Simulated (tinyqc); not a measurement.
Schottky emission and Poole-Frenkel conduction in an insulator, and how to tell them apart: effect of temperature.

Schottky emission (electrode-limited): J = As T^2 exp[-(pb - b sqrt(F))/Vt], b = sqrt(q/(4 pi eps0 ei)). Poole-Frenkel emission (bulk-limited): J = s0 F exp[-(pt - 2 b sqrt(F))/Vt]. F in V/cm.

Both formulas at the same field.

Values chosen for this exercise; dielectric values close to those of silicon nitride:
```
symbol  value          unit                               meaning
ei       4.25                high-frequency relative permittivity
pt        1.2            eV                            trap depth
s0       0.44          S/cm               Poole-Frenkel prefactor
pb        0.8            eV                     electrode barrier
As         66  A/(cm^2 K^2)                   Richardson constant
F         2.1         MV/cm                                 field
```

Constants: q = 1.602176634e-19 C, kB = 1.380649e-23 J/K, Vt = kB T/q, eps0 = 8.8541878128e-14 F/cm where lengths are in cm. Results are converted to the units shown.

Result of one run:
```
J, Schottky (A/cm^2)	J, Poole-Frenkel (A/cm^2)	ratio
32.736	0.078324	417.96
```

Which temperature T gave this result: 225, 300, 340, 420 or 475 K?

T = 475 K.

The whole series:
```
T (K)	J, Schottky (A/cm^2)	J, Poole-Frenkel (A/cm^2)	ratio
225	3.7971e-6	1.0873e-9	3492.1
260	2.0556e-4	1.1119e-7	1848.7
300	0.0065380	5.8707e-6	1113.7
340	0.095078	1.2189e-4	780.01
380	0.80674	0.0013364	603.65
420	4.6476	0.0092860	500.49
475	32.736	0.078324	417.96
```

The Schottky current grows by 6.94 decades and the Poole-Frenkel current by 7.86, as their lowered barriers are 0.533 and 0.667 eV. A tunnelling current would hardly change over this range. For T = 225, 260, 300, 340, 380, 420 a Fowler-Nordheim estimate for tunnelling through pb with a mass of 0.4 m0 exceeds the Schottky current, so tunnelling, left out here, would compete. In every row a Fowler-Nordheim estimate for tunnelling through pb with a mass of 0.4 m0 exceeds the Poole-Frenkel current, so tunnelling, left out here, would compete.

Numbers from tinyqc (`OMP_NUM_THREADS=1 python tinyqc.py 2370128 2370129 out.jsonl`; about 0.01 s on one thread of a shared Intel Xeon 2.30GHz).
